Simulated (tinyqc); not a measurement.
Inside a calculation: optical transitions of a finite quantum well. Values are carried at full precision from step to step, so a last printed digit may differ when a step is redone from the rounded ones.

Each carrier sees a square well of width L with its own depth V and masses m (inside), mb (outside); c = hbar^2/2m0, k = sqrt(m E/c), kappa = sqrt(mb (V - E)/c), and level n solves k L + 2 atan[(k/m)/(kappa/mb)] = n pi. The envelope is cos(kz) for odd n and sin(kz) for even n inside, joins exp(-kappa (|z| - L/2)) outside, and is normalised to 1. Excitons and band mixing are left out.

Constants: hbar^2/2m0 = 3.80998211 eV angstrom^2; hc = 1239.841984 eV nm; fine-structure constant alpha = 0.007297352564.

Inputs chosen for the exercise (near those of an InGaAs well in InAlAs; not measured data): L = 75 angstrom (well width); Eg = 0.804 eV (gap of the well); Vc = 0.536 eV (conduction offset); Vv = 0.216 eV (valence offset); me = 0.0422 m0 (electron, well); meb = 0.0742 m0 (electron, barrier); mh = 0.379 m0 (heavy hole along z, well); mhb = 0.397 m0 (heavy hole, barrier); ml = 0.0517 m0 (light hole along z, well); mlb = 0.0909 m0 (light hole, barrier); Ns = 0.5 x 1e12/cm^2 (electrons in e1); n_r = 3.3 (refractive index); G = 5 meV (half width of the line).

## Confinement energies

Up to three levels for each carrier.

Levels:

| level | E (eV) | k (1/angstrom) | kappa (1/angstrom) |
|---|---|---|---|
| e1 | 0.0749 | 0.02880 | 0.09476 |
| e2 | 0.2998 | 0.05762 | 0.06783 |
| hh1 | 0.0125 | 0.03526 | 0.14562 |
| hh2 | 0.0495 | 0.07020 | 0.13170 |
| hh3 | 0.1093 | 0.10425 | 0.10546 |
| lh1 | 0.0478 | 0.02548 | 0.06334 |
| lh2 | 0.1842 | 0.04999 | 0.02756 |

## Interband transitions

From e1 and e2 to each hole level: E = Eg + E_e + E_h, wavelength hc/E, squared overlap of the envelopes, and the strength |<S|p|v>|^2 in units of P^2 at the subband edge: overlap^2 times 1/2 (hh) or 1/6 (lh) for light polarised in the plane (TE), times 0 (hh) or 2/3 (lh) along z (TM).

Transitions:

| pair | E (eV) | wavelength (nm) | overlap^2 | TE | TM |
|---|---|---|---|---|---|
| e1-hh1 | 0.8914 | 1390.9 | 0.9747 | 0.4873 | 0.0000 |
| e1-lh1 | 0.9267 | 1337.9 | 0.9879 | 0.1647 | 0.6586 |
| e1-hh2 | 0.9284 | 1335.4 | 0.0000 | 0.0000 | 0.0000 |
| e1-hh3 | 0.9882 | 1254.7 | 0.0167 | 0.0084 | 0.0000 |
| e1-lh2 | 1.0631 | 1166.3 | 0.0000 | 0.0000 | 0.0000 |
| e2-hh1 | 1.1163 | 1110.7 | 0.0000 | 0.0000 | 0.0000 |
| e2-lh1 | 1.1516 | 1076.6 | 0.0000 | 0.0000 | 0.0000 |
| e2-hh2 | 1.1533 | 1075.0 | 0.9111 | 0.4555 | 0.0000 |
| e2-hh3 | 1.2130 | 1022.1 | 0.0000 | 0.0000 | 0.0000 |
| e2-lh2 | 1.2879 | 962.7 | 0.8720 | 0.1453 | 0.5814 |

The edge is e1-hh1 at 1391 nm. Pairs of opposite parity vanish exactly; e1-hh3 is allowed by parity and reaches 0.0167, only because the two envelopes leak differently into the barriers.

## Intersubband transitions from e1

z_1j = <1|z|j>; 1/m1 = <1|1/m|1>; f_1j = (m1/c)(E_j - E_1) z_1j^2, which sums to 1 over all bound and continuum states.

Transitions:

| pair | E (meV) | wavelength (micrometre) | \|z\| (angstrom) | f |
|---|---|---|---|---|
| 1-2 | 224.9 | 5.51 | 19.62 | 0.9767 |

m1 = 0.0430 m0
sum of f over bound states = 0.9767

The continuum carries the remaining 0.0233. With hard walls z_12 = 16 L/(9 pi^2) = 13.51 angstrom and f_12 = 256/(27 pi^2) = 0.9607.

## Absorption of one well

For light polarised along z (a real waveguide or Brewster geometry adds an angle factor), with all electrons in e1 and none in e2, the peak fractional absorption is 4 pi alpha Ns c f_12/(n_r m1 G) and the area under the Lorentzian line is pi G times that, c = hbar^2/2m0; 1e12/cm^2 = 1e-4/angstrom^2. EF - E1 = 2 pi c Ns/m1 at zero temperature.

peak absorption = 2.405 %
area = 37.77 % meV
EF - E1 = 27.8 meV

EF lies below e2, as assumed.

## Checks

- Sum of f over all levels of a difference grid (60 cells across the well) against 1: 0.999 against 1.000.
- The strength f_12 on that grid against the matched envelopes: 0.976 against 0.977.

Program tinyqc; command `OMP_NUM_THREADS=1 python tinyqc.py 1250362 1250363 out.jsonl`; about 0.07 s on one thread of a shared Intel(R) Xeon(R) Processor @ 2.30GHz.
